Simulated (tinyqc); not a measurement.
Metal-interlayer-semiconductor contact, depinning against tunnelling resistance: one step of the calculation.

Zero bias, n-type semiconductor. Gap states at the semiconductor surface thin out as exp(-be ti), which unpins the barrier; electrons must then cross the interlayer (a rectangular barrier, no voltage drop across it) and the parabolic depleted layer, both by WKB. Energies E are counted from the Fermi level; no image force, parabolic bands.

Task. Exponents and integrand on an energy grid. With U = phiB - xi: for xi < E < phiB, y = (E - xi)/U and G1 = (U/E00) [sqrt(1 - y) - y ln((1 + sqrt(1 - y))/sqrt(y))], G1 = 0 above phiB; G2 = 2 ti sqrt(mi max(phiB + dE - E, 0)/C), C = hbar^2/(2 m0); f = 1/(1 + exp(E/Vt)); integrand exp(-G1 - G2) f.

Values chosen for this exercise; semiconductor values close to those of gallium arsenide; interlayer mass of the order of that in lanthanum oxide, offset chosen freely: temperature T = 400 K; interlayer thickness ti = 1.3 nm; conduction-band offset of the interlayer above the semiconductor dE = 2.1 eV; tunnelling mass in the interlayer mi = 0.3 m0.

Constants: q = 1.602176634e-19 C, kB = 1.380649e-23 J/K, hbar = 1.054571817e-34 J s, m0 = 9.1093837015e-31 kg, Vt = kB T/q, hbar^2/(2 m0) = 0.0380998212 eV nm^2. Results are converted to the units shown.

E, point 0 to 14 (eV): -0.22  -0.17214  -0.12429  -0.07643  -0.02857  0.01929  0.06714  0.115  0.16286  0.21071  0.25857  0.30643  0.35429  0.40214  0.45
phiB = 0.52204648 eV
xi = -0.22951839 eV
E00 = 0.060733001 eV

Wanted: G1; G2; f; integrand.

Result.

```
point     G1     G2         f  integrand (1e-8)
0      11.85  12.30    0.9983             0.003
1      10.04  12.20    0.9933             0.022
2       8.64  12.09    0.9736             0.097
3       7.43  11.98    0.9018             0.334
4       6.36  11.88    0.6961             0.832
5       5.41  11.77    0.3636             1.259
6       4.55  11.66    0.1248             1.141
7       3.77  11.55   0.03435             0.765
8       3.06  11.44  0.008795             0.443
9       2.42  11.33  0.002209             0.235
10      1.86  11.22  5.520e-4             0.116
11      1.35  11.10  1.378e-4             0.054
12      0.91  10.99  3.437e-5             0.023
13      0.54  10.87  8.575e-6             0.009
14      0.25  10.75  2.139e-6             0.004
```

Program tinyqc, `OMP_NUM_THREADS=1 python tinyqc.py 2270009 2270010 out.jsonl`; Intel Xeon 2.30GHz, shared host, one thread, about 0.03 s.
